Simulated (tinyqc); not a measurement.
## Subthreshold parameters from three currents

Question. Far below threshold and for Vds well above Vt the virtual-source current tends to I = Cinv n Vt vx0 exp((Vgs - VT0 + dl Vds + al Vt)/(n Vt)) per width, with constant n; the three currents follow this limit. Find n, dl and VT0.

Inputs (values chosen for the exercise): temperature T = 350 K; inversion capacitance Cinv = 2.1 uF/cm^2; velocity at the virtual source vx0 = 1.53e7 cm/s; threshold shift (in units of Vt) from weak to strong inversion al = 3.5.

Constants: q = 1.602176634e-19 C, kB = 1.380649e-23 J/K, Vt = kB T/q. Results are converted to the units shown.

I at (Vgs, Vds) = (-0.2, 0.3), (-0.12, 0.3) and (-0.2, 1) V (nA/um): 0.37095634  3.3828329  2.0346526

Answer. The first two currents differ in Vgs alone and give n; the first and third differ in Vds alone and give dl; the size of the first then gives VT0.

n = 1.20
dl = 0.0880 V/V
VT0 = 0.390 V

tinyqc, about 0.01 s, one thread, Intel Xeon 2.30GHz (shared host): `OMP_NUM_THREADS=1 python tinyqc.py 2380011 2380012 out.jsonl`
